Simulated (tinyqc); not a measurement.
Inside a calculation: free and nearly free electrons in a metal. Values are carried at full precision from step to step, so a last printed digit may differ when a step is redone from the rounded ones.

The cubic cell holds 4 atoms: n = 4 z/a^3, kF = (3 pi^2 n)^(1/3), EF = c kF^2/m, vF = 2 c kF/(m hbar), c = hbar^2/2m0; rs = (3/(4 pi n))^(1/3)/a0; D(EF) = 3 n/(2 EF).

Constants: hbar^2/2m0 = 3.80998211 eV angstrom^2; hbar = 6.58211957e-16 eV s; a0 (Bohr radius) = 0.5291772105 angstrom; kB = 8.617333262e-05 eV/K.

Inputs chosen for the exercise (near those of Cu, whose d bands this model ignores; not measured data):
- a = 3.64 angstrom (fcc lattice constant)
- z = 1 (free electrons an atom)
- m = 1 m0 (mass)
- rho = 1.88 micro-ohm cm (bulk resistivity)
- T = 320 K
- V = 1.58 eV (|V_G| for G = (111))
- x = 0.67 (k along G as a share of |G|/2)

## The Fermi sphere

Evaluate the free-electron quantities.

n = 0.08294 1/angstrom^3
kF = 1.3491 1/angstrom
EF = 6.935 eV
vF = 1.562e+06 m/s
rs = 2.688
D(EF) per atom = 0.2163 1/eV

## Relaxation time and mean free path

Drude: 1/rho = n e^2 tau/(m m0) with e = 1.602176634e-19 C and m0 = 9.1093837e-31 kg; mean free path l = vF tau; rho l = hbar kF/(n e^2) = 12 pi^3 hbar/(e^2 S) with S = 4 pi kF^2 does not depend on tau or m.

Use SI units: n in 1/m^3 (1e30 per 1/angstrom^3), rho in ohm m (1e-8 per micro-ohm cm).

tau = 22.76 fs
l = 35.55 nm
rho l = 6.683 1e-16 ohm m^2

Wires lose conductivity to surfaces and grain boundaries, with an excess that scales as rho l over the width and is of the order of rho itself at a width of l = 36 nm.

## Thermal quantities

gamma = (pi^2/3) kB^2 D(EF) per atom, times 96485.33 x 1e3 for mJ/(mol K^2); mu(T) = EF (1 - (pi kB T/EF)^2/12); Wiedemann-Franz kappa = L0 T/rho with L0 = (pi^2/3) (kB/e)^2, kB/e in V/K.

gamma = 0.510 mJ/(mol K^2)
mu - EF = -0.0902 meV
kappa = 416 W/(m K)

## The sphere against the zone faces

Take G = (hkl) 2 pi/a for (111), (200) and (220), with the number of equivalent faces. The Bragg plane of G lies at |G|/2 with |G| = (2 pi/a) sqrt(h^2 + k^2 + l^2). Where kF exceeds it, the sphere cuts the plane in a circle of radius sqrt(kF^2 - G^2/4).

Distance and circle for each G:
```
G      faces  |G|/2 (1/angstrom)  kF/(|G|/2)  circle radius
(111)      8              1.4949      0.9025              -
(200)      6              1.7261      0.7816              -
(220)     12              2.4411      0.5527              -
```

The sphere stays inside the first zone; it reaches 0.903 of the way to the nearest faces.

## Two plane waves near the face

Two plane waves k and k - G, G = (111) (2 pi/a): H = [[c k^2/m, V], [V, c (k - G)^2/m]] with c = hbar^2/2m0.

Build H for k along G, diagonalise, and give the weight of the first wave in the lower state and its velocity along G relative to a free electron, (w k + (1 - w)(k - G))/k.

H (eV):
```
[[3.8220, 1.5800],
 [1.5800, 15.0607]]
```

levels (eV): [3.6041, 15.2786]

w = 0.9813
v/v_free = 0.9443

The splitting is 11.674 eV here and 2V = 3.16 eV on the face, where the normal velocity vanishes. There the lower band lies at 6.934 eV, below the free EF of 6.935 eV, so by this test the Fermi surface touches the face (V is large against EF, which it lowers, so the test is rough). The real noble metals have necks on these faces, through a gap of 4 to 5 eV at L and their d bands.

## Checks

- Lower level against the closed form of the 2 x 2 problem (eV): both 3.6041.
- The product rho l against hbar kF/(n e^2) (1e-16 ohm m^2): both 6.683.

Program tinyqc; command `OMP_NUM_THREADS=1 python tinyqc.py 1681171 1681172 out.jsonl`; about 0.01 s on one thread of a shared Intel(R) Xeon(R) Processor @ 2.30GHz.
